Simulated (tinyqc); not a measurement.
Pariser-Parr-Pople SCF with singles CI, for the molecule O=C1C=CC(=O)C(F)=C1 (SMILES; centres numbered as the heavy atoms are written), step by step. One step of it, computed by the program tinyqc.

Task: Singles CI, triplets. Over the 4 single excitations with the smallest orbital gaps: A = (e_a - e_i) delta - (ij|ab), with (pq|rs) = sum c_mp c_mq gamma_mn c_nr c_ns.

orbital energies (eV): -19.051914  -15.029722  -13.723240  -11.286685  -10.654009  -4.662703  -1.247159  -0.381234  1.923043

coefficients:
```
         MO1        MO2        MO3        MO4        MO5        MO6        MO7        MO8
1O  0.010746   0.332939  -0.506344  -0.092536   0.549412  -0.446445  -0.000488  -0.306026
2C  0.029600   0.422945  -0.441313  -0.028568   0.056817   0.339932   0.004444   0.563417
3C  0.015494   0.340552  -0.133682   0.538008  -0.217758   0.313688  -0.497057  -0.209180
4C  0.026707   0.339360   0.137447   0.539494  -0.227878  -0.292409   0.506387  -0.210058
5C  0.085645   0.417320   0.441635  -0.028447   0.037520  -0.361159  -0.028307   0.562287
6O  0.036196   0.339016   0.528932  -0.130209   0.512867   0.455598   0.017682  -0.299979
7C  0.266928   0.258912   0.101921  -0.410269  -0.381739  -0.290875  -0.497591  -0.231364
8F  0.954687  -0.180411  -0.057255   0.139183   0.121391   0.070711   0.092732   0.038033
9C  0.082049   0.300762  -0.153687  -0.452392  -0.413124   0.271322   0.489057  -0.199746

          MO9
1O  -0.171085
2C   0.434083
3C  -0.373926
4C   0.369043
5C  -0.416949
6O   0.161654
7C   0.389291
8F  -0.059942
9C  -0.388806
```

repulsion gamma_rs (eV):
```
           1O         2C         3C         4C         5C         6O         7C         8F
1O  15.200000   5.774607   4.092828   3.001119   2.720364   2.199209   3.001403   2.554694
2C   5.774607  11.130000   5.345805   3.871936   3.517743   2.719864   3.872322   3.137558
3C   4.092828   5.345805  11.130000   5.343940   3.872322   3.000781   3.517329   2.831491
4C   3.001119   3.871936   5.343940  11.130000   5.346751   4.092411   3.872498   3.137793
5C   2.720364   3.517743   3.872322   5.346751  11.130000   5.772353   5.345805   4.350066
6O   2.199209   2.719864   3.000781   4.092411   5.772353  15.200000   4.091980   4.014524
7C   3.001403   3.872322   3.517329   3.872498   5.345805   4.091980  11.130000   6.300744
8F   2.554694   3.137558   2.831491   3.137793   4.350066   4.014524   6.300744  21.400000
9C   4.092411   5.345394   3.872260   3.517436   3.872695   3.001119   5.345872   4.350144

           9C
1O   4.092411
2C   5.345394
3C   3.872260
4C   3.517436
5C   3.872695
6O   3.001119
7C   5.345872
8F   4.350144
9C  11.130000
```

Give: triplet CI matrix; triplet excitation energies.

Result:

triplet CI matrix (eV):
```
         5>6      4>6      3>6      5>7
5>6   0.7148   0.1873  -0.0346  -0.3038
4>6   0.1873   1.9613   0.0396  -0.7749
3>6  -0.0346   0.0396   3.6034  -0.0673
5>7  -0.3038  -0.7749  -0.0673   4.8532
```

triplet excitation energies (eV): 0.6770  1.7771  3.6007  5.0778
